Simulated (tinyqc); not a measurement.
Long-channel MOSFET, surface-potential model: one step of the calculation.

n-channel transistor on a uniformly doped p-type body, gradual-channel approximation, constant mobility, Boltzmann statistics, full ionisation. Potentials are counted from the neutral body; V is the electron quasi-Fermi potential, Vsb at the source and Vsb + Vds at the drain. Charges are magnitudes per area.

Task. Charges and current of the charge-sheet model. psi_0 and psi_L solve Vgs + Vsb - Vfb - psi = gamma sqrt(G) at V = Vsb and Vsb + Vds. Qi = Cox gamma [sqrt(G) - sqrt(psi - Vt)], G = psi - Vt + Vt exp((psi - 2 phiF - V)/Vt), at both ends. With U = Vgs + Vsb - Vfb: drift = mu (W/L) Cox [U (psi_L - psi_0) - (psi_L^2 - psi_0^2)/2 - (2/3) gamma ((psi_L - Vt)^1.5 - (psi_0 - Vt)^1.5)]; diffusion = mu (W/L) Vt (Qi0 - QiL).

Inputs (values chosen for the exercise); material values close to those of silicon:
- T = 300 K (temperature)
- Vfb = -0.68 V (flat-band voltage)
- mu = 120 cm^2/(V s) (channel mobility)
- W = 10 um (gate width)
- L = 0.5 um (gate length)
- Vsb = 0.5 V (source-body reverse bias)
- Vgs = 1.26 V (gate-source voltage)
- Vds = 0.1 V (drain-source voltage)

Constants: q = 1.602176634e-19 C, kB = 1.380649e-23 J/K, Vt = kB T/q. Results are converted to the units shown.

psi_0 = 1.5987775 V
psi_L = 1.6880926 V
phiF = 0.48815449 V
Cox = 1.9153957 uF/cm^2
gamma = 0.39553415 V^0.5

Give: Qi0; QiL; drift current; diffusion current; drain current.

Result.

Qi0 = 661.11 nC/cm^2
QiL = 463.44 nC/cm^2
drift current = 120.51 uA
diffusion current = 12.265 uA
drain current = 132.78 uA

Drift carries 90.8 % of the current.

Program tinyqc, `OMP_NUM_THREADS=1 python tinyqc.py 2360156 2360157 out.jsonl`; Intel Xeon 2.30GHz, shared host, one thread, about 0.07 s.
